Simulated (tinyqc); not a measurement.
Mobility of a non-polar semiconductor in the relaxation-time approximation: one step, computed by the program tinyqc.

Each valley is treated as a sphere of mass m_d for states and rates, with one isotropic relaxation time; the conductivity mass m_c sets the current.

Problem. Fermi level and screening. Kane band: hbar^2 k^2/(2 m) = E (1 + alpha E), speed v = hbar k/(m (1 + 2 alpha E)), states per spin, volume and energy g(E) = m k (1 + 2 alpha E)/(2 pi^2 hbar^2); overlap factors are set to 1. Here m = m_d. Masses are multiplied by m_0 and all formulas are in SI units. The reduced Fermi level eta = E_F/(k_B T) solves n = 2 Z int g f dE with f = 1/(1 + exp(x - eta)) (Z = 1 unless valleys are given); screening length L_s = sqrt(eps_s eps_0 k_B T/(e^2 dn/deta)), dn/deta = 2 Z int g f (1 - f) dE. Integrals over x = E/(k_B T) use 160 Gauss-Legendre points in u = sqrt(x) from 0 to sqrt(max(eta, 0) + 32).

Inputs (values chosen for the exercise, modelled on electrons in silicon):
```
quantity                     value    unit
equivalent valleys Z             6       -
non-parabolicity alpha        0.47    1/eV
static permittivity eps_s     11.7       -
carrier density n          1.5e+14  1/cm^3
temperature T                  200       K
```

Band: Kane. Impurity formula: Brooks-Herring. Further scattering: alloy.

density-of-states mass m_d = 0.3178541 m_0

Constants: k_B = 8.617333262e-05 eV/K; m_0 = 9.1093837015e-31 kg; e = 1.602176634e-19 C; hbar = 1.054571817e-34 J s; eps_0 = 8.8541878128e-12 F/m; k_B = 1.380649e-23 J/K.

Give: reduced Fermi level eta; screening length L_s.

Solution.

reduced Fermi level eta = -11.52

screening length L_s = 272.6 nm

The gas is non-degenerate (eta < -2), and L_s is close to the Debye length.
